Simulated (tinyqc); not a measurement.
Inside a calculation: sp3s* tight binding. Values are carried at full precision from step to step, so a last printed digit may differ when a step is redone from the rounded ones.

sp3s* tight binding, nearest neighbours only: anion (a) at 0, cation (c) at a/4 (1,1,1), orbitals s, px, py, pz, s* on each; k in units of 2 pi/a. With phases e_j = exp(i (pi/2) k.n_j) for n = (1,1,1), (1,-1,-1), (-1,1,-1), (-1,-1,1): g0 = (e1+e2+e3+e4)/4, g1 = (e1+e2-e3-e4)/4, g2 = (e1-e2+e3-e4)/4, g3 = (e1-e2-e3+e4)/4. The diagonal holds the levels Esa, Epa, Exa (s*) and Esc, Epc, Exc. Anion-cation block: <sa|sc> = Vss g0; <sa|xc> = Vsapc g1; <xa|sc> = -Vscpa g1; <xa|xc> = Vxx g0; <xa|yc> = <ya|xc> = Vxy g3, <xa|zc> = <za|xc> = Vxy g2, <ya|zc> = <za|yc> = Vxy g1; <s*a|xc> = Vxapc g1; <xa|s*c> = -Vpaxc g1; y and z take g2 and g3 in place of g1; s-s* and s*-s* vanish.

Constants: hbar^2/2m0 = 3.80998211 eV angstrom^2.

Parameters, chosen for this exercise (near a published set for GaAs, fitted to gaps, whose masses and valley positions are rough; the results hold for these values, not for the real material): k = (0.11, 0.11, 0) 2 pi/a (wave vector); Esa = -8.301 eV (s level of the anion); Epa = 1.035 eV (p level of the anion); Esc = -2.661 eV (s level of the cation); Epc = 3.672 eV (p level of the cation); Exa = 8.591 eV (s* level of the anion); Exc = 6.751 eV (s* level of the cation); Vss = -6.501 eV (s-s); Vxx = 1.956 eV (px-px); Vxy = 5.054 eV (px-py); Vsapc = 4.473 eV (s anion, p cation); Vscpa = 5.767 eV (s cation, p anion); Vxapc = 4.876 eV (s* anion, p cation); Vpaxc = 4.788 eV (p anion, s* cation); a = 5.65 angstrom (lattice constant).

## Phase sums

Form g0 to g3 at this k.

g0, g1, g2, g3: 0.97044  0.16937i  0.16937i  -0.02956

## The Hamiltonian without spin-orbit coupling

Fill in the 10 x 10 matrix.

H(k) (eV):
```
           sa        xa        ya        za       s*a        sc       xc       yc       zc       s*c
sa    -8.3010         0         0         0         0   -6.3088  0.7576i  0.7576i  -0.1322         0
xa          0    1.0350         0         0         0  -0.9768i   1.8982  -0.1494  0.8560i  -0.8109i
ya          0         0    1.0350         0         0  -0.9768i  -0.1494   1.8982  0.8560i  -0.8109i
za          0         0         0    1.0350         0    0.1705  0.8560i  0.8560i   1.8982    0.1415
s*a         0         0         0         0    8.5910         0  0.8258i  0.8258i  -0.1441         0
sc    -6.3088   0.9768i   0.9768i    0.1705         0   -2.6610        0        0        0         0
xc   -0.7576i    1.8982   -0.1494  -0.8560i  -0.8258i         0   3.6720        0        0         0
yc   -0.7576i   -0.1494    1.8982  -0.8560i  -0.8258i         0        0   3.6720        0         0
zc    -0.1322  -0.8560i  -0.8560i    1.8982   -0.1441         0        0        0   3.6720         0
s*c         0   0.8109i   0.8109i    0.1415         0         0        0        0        0    6.7510
```

## Levels at this k

Diagonalise H, which belongs to k = (0.11, 0.11, 0) (2 pi/a). Four bands are filled (two electrons each); give the make-up of band 5, the lowest empty one.

levels (eV): -12.4742  -0.9906  -0.2659  -0.0819  2.0905  4.5329  4.7889  4.9699  7.0355  8.8959

weights of band 5: s 0.776, p 0.213, s* 0.011

weight of band 5 on atom a = 0.380

The vertical gap at this k is 2.1724 eV; band 5 is mostly s-like.

## Levels at Gamma

At k = 0 only g0 = 1 is left and H falls into 2 x 2 blocks [[E_a, V], [V, E_c]] with roots (E_a + E_c)/2 -/+ sqrt(((E_a - E_c)/2)^2 + V^2); the s* levels stay uncoupled. The direct gap runs from the highest lower root of the p blocks to the lowest upper root.

Blocks at Gamma (eV):
```
block            E_a      E_c        V  lower root  upper root
s (Gamma1)   -8.3010  -2.6610  -6.5010    -12.5673      1.6053
p (Gamma15)   1.0350   3.6720   1.9560     -0.0054      4.7124
```

direct gap at Gamma = 1.6107 eV

The lowest empty level at Gamma is s-like.

## Bands near the gap

Diagonalise at L = (1/2,1/2,1/2), X = (1,0,0), W = (1,1/2,0), K = (3/4,3/4,0) and at the fractions named between them; energies from the top of the valence band at Gamma; 4 bands are filled.

Levels (eV):
```
k        level 2  level 3  level 4  level 5  level 6
L         -6.948   -1.386   -1.386    1.707    3.801
L-G 0.5   -4.101   -0.771   -0.771    2.160    4.213
G          0.000    0.000    0.000    1.611    4.718
G-X 0.2   -1.262   -0.405   -0.405    2.347    4.188
G-X 0.4   -3.211   -1.256   -1.256    2.821    3.282
G-X 0.6   -5.107   -2.088   -2.088    2.513    2.794
G-X 0.7   -5.957   -2.417   -2.417    2.273    2.664
G-X 0.8   -6.696   -2.662   -2.662    2.116    2.530
G-X 0.9   -7.251   -2.813   -2.813    2.033    2.427
X         -7.474   -2.864   -2.864    2.009    2.388
W         -7.474   -2.864   -2.864    2.009    2.388
K         -7.384   -3.092   -2.427    1.972    2.515
K-G 0.5   -4.777   -1.944   -0.838    2.425    3.527
```

On these points the lowest empty level is lowest at G, 1.611 eV above the top.

## Valleys and masses

The lowest conduction level at Gamma, at its minimum on (x,0,0) for x from 0.5 to 1, and at the point L (L, and X where the search ends there, need not be minima in this model; a zero or negative inverse mass shows it). Inverse masses m0/m = (E(+h) + E(-h) - 2 E)/(2 c q^2) with c = hbar^2/2m0, q = h 2 pi/a, h = 0.002; longitudinal along the valley axis ([100] at Gamma and Delta, [111] at L), transverse along [010] or [1-10]. A dash: the next level lies within 0.15 eV, so a single mass has no use there.

Valleys:
```
valley  x (2 pi/a)  E - Ev (eV)  m0/m_l  m0/m_t
Gamma       0.0000       1.6107    7.95    7.95
Delta       1.0000       2.0095    0.49    0.00
L           0.5000       1.7070    0.63    1.32
```

Of these three the lowest is Gamma, which makes the gap direct, 1.6107 eV. At Delta m0/m_t is 0.00. This nearest-neighbour model is fitted to gaps: it places the Delta minimum and the masses at Delta and L only roughly (transverse masses can be several times too heavy), and since its bands are flat from X to W the transverse mass grows too heavy towards X; d orbitals or second neighbours cure this.

## Checks

- Direct gap at Gamma from the blocks against the full matrix: both 1.61068.

(tinyqc, `OMP_NUM_THREADS=1 python tinyqc.py 1451282 1451283 out.jsonl`, Intel(R) Xeon(R) Processor @ 2.30GHz, 1 thread, shared host, about 0.06 s.)
